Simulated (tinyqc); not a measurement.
Worked calculation: coupled-perturbed Hartree-Fock on RHF in the sto-3g basis, for H2, spin multiplicity 1. One step of it, computed by the program tinyqc.

Task: Response to a field: uncoupled start. Field along z; U_ai = -mu_ai / (e_a - e_i), alpha = -4 sum U_ai mu_ai.

orbital energies (hartree): MO1 -0.498987, MO2 0.488032

dipole integrals <a|z|i> (bohr):
```
           i1
a2  -1.058962
```

Give: uncoupled U; uncoupled polarisability.

Result:

uncoupled U:
```
        i1
a2  1.0729
```

uncoupled polarisability = 4.5446 bohr^3
